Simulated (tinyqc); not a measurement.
# Ellipsometry and reflectance of a transparent film on an absorbing substrate: effects of single changes

Air (index 1), film, substrate with N2 = n2 - i k2; time factor exp(+i w t). q_j = sqrt(N_j^2 - sin^2 th), root with positive real part. Fresnel coefficients r_s = (q_a - q_b)/(q_a + q_b), r_p = (N_b^2 q_a - N_a^2 q_b)/(N_b^2 q_a + N_a^2 q_b). tan(Psi) exp(i Delta) = R_p/R_s, Delta taken from 0 to 360 degrees.

Values chosen for this exercise; indices close to those of silicon dioxide on silicon: wavelength lam = 546.1 nm; angle of incidence th = 70 degrees; index of the transparent film n1 = 1.453; film thickness d = 13 nm; index of the substrate n2 = 4.086; extinction coefficient of the substrate k2 = 0.031.

Each table varies one quantity; the others keep the values above.

## Psi and Delta against the film thickness

beta = 2 pi d q1/lam, X = exp(-2 i beta), R = (r01 + r12 X)/(1 + r01 r12 X) for p and s. The last column is the derivative of Delta.

Psi and Delta against the film thickness:

| d (nm) | Psi (degrees) | Delta (degrees) | \|R_p\|^2 | \|R_s\|^2 | dDelta/dd (degrees/nm) |
|---|---|---|---|---|---|
| 0 | 12.01 | 179.0 | 0.03205 | 0.7083 | -3.038 |
| 28 | 18.39 | 115.0 | 0.07523 | 0.6803 | -1.416 |
| 56 | 28.21 | 88.98 | 0.1670 | 0.5802 | -0.5560 |
| 83 | 39.35 | 81.70 | 0.2470 | 0.3674 | 0.02817 |
| 111 | 66.38 | 95.94 | 0.2912 | 0.05568 | 1.428 |
| 139 | 60.41 | 268.5 | 0.2875 | 0.09269 | 0.9540 |
| 167 | 37.28 | 278.0 | 0.2364 | 0.4080 | -0.06757 |
| 194 | 26.74 | 268.3 | 0.1524 | 0.6006 | -0.6490 |
| 222 | 16.96 | 238.4 | 0.06398 | 0.6880 | -1.639 |
| 250 | 12.18 | 168.1 | 0.03296 | 0.7078 | -2.963 |

Psi goes from 12.0 through a maximum of 66.4 (at d = 111 nm among the rows listed) to 12.2 degrees. The period is 246.4 nm, after which Psi and Delta return to the values of the bare substrate, so one angle and wavelength fix d only up to a multiple of it. The size of the slope of Delta runs from 0.0282 to 3.04 degrees/nm among the rows; Delta is counted modulo 360 degrees, and sharper features can lie between the rows.

## Effect of the index of the transparent film

Same model as above.

dDelta/dd is the derivative of Delta; period lam/(2 q1).

Effect of the index of the transparent film:

| n1 | Psi (degrees) | Delta (degrees) | \|R_p\|^2 | \|R_s\|^2 | dDelta/dd (degrees/nm) | period (nm) |
|---|---|---|---|---|---|---|
| 1.25 | 13.06 | 152.5 | 0.03797 | 0.7052 | -1.833 | 331.2 |
| 1.45 | 13.78 | 142.9 | 0.04223 | 0.7025 | -2.364 | 247.3 |
| 1.65 | 14.11 | 137.7 | 0.04422 | 0.6995 | -2.656 | 201.3 |
| 1.85 | 14.14 | 135.0 | 0.04419 | 0.6965 | -2.857 | 171.3 |
| 2.05 | 13.93 | 133.8 | 0.04267 | 0.6935 | -3.013 | 149.9 |
| 2.25 | 13.55 | 133.7 | 0.04014 | 0.6907 | -3.131 | 133.6 |
| 2.45 | 13.06 | 134.7 | 0.03701 | 0.6883 | -3.200 | 120.7 |
| 2.65 | 12.49 | 136.7 | 0.03366 | 0.6865 | -3.195 | 110.2 |

Psi goes from 13.1 through a maximum of 14.1 (at n1 = 1.85 among the rows listed) to 12.5 degrees and |R_p|^2 goes from 0.0380 through a maximum of 0.0442 (at n1 = 1.65 among the rows listed) to 0.0337. The slope of Delta is largest in size, 3.20 degrees/nm, at n1 = 2.45 among the rows.

tinyqc, about 0.01 s, one thread, Intel Xeon 2.30GHz (shared host): `OMP_NUM_THREADS=1 python tinyqc.py 2870186 2870187 out.jsonl`
